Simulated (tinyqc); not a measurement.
Rectangular fin or nanosheet with a gate all round, subbands and threshold shift from confinement: one step of the calculation.

Undoped body with a flat potential across it, hard walls, transport along x. Three valley pairs (g = 2 each) with the longitudinal mass along x, y or z. Non-parabolicity enters the subband edges through E (1 + al E) = gamma, so E = 2 gamma/(1 + sqrt(1 + 4 al gamma)); motion within a subband is taken as parabolic with the band-edge mass. Energies are counted from the bulk band edge.

Question. Lowest subbands. gamma = C pi^2 [a^2/(my (t + dl)^2) + b^2/(mz (H + dl)^2)], C = hbar^2/(2 m0). List the 6 lowest, labelled by valley axis and quantum numbers, with degeneracy g and N_k: N_k = g sqrt(2 mx m0 kB T/(pi hbar^2)).

Values chosen for this exercise; masses close to those of silicon: temperature T = 400 K; longitudinal mass ml = 0.917 m0; transverse mass mt = 0.194 m0; non-parabolicity al = 0.5 1/eV; width (along y) t = 2.1 nm; widening of the box by penetration into the insulator dl = 0 nm; height (along z) H = 12.6 nm.

Constants: q = 1.602176634e-19 C, kB = 1.380649e-23 J/K, hbar = 1.054571817e-34 J s, m0 = 9.1093837015e-31 kg, hbar^2/(2 m0) = 0.0380998212 eV nm^2. Results are converted to the units shown.

Give: E_k; g; N_k.

Answer.

```
subband,E_k (eV),g,N_k (cm^-1)
"y1,1",0.10018,2,4.7273e6
"y1,2",0.13298,2,4.7273e6
"y1,3",0.18564,2,4.7273e6
"y1,4",0.25565,2,4.7273e6
"y2,1",0.32977,2,4.7273e6
"y1,5",0.34031,2,4.7273e6
```

Range of the model: Below about 3 nm the effective-mass picture with bulk masses becomes unreliable.

Numbers from tinyqc (`OMP_NUM_THREADS=1 python tinyqc.py 2350001 2350002 out.jsonl`; about 0.1 s on one thread of a shared Intel Xeon 2.30GHz).
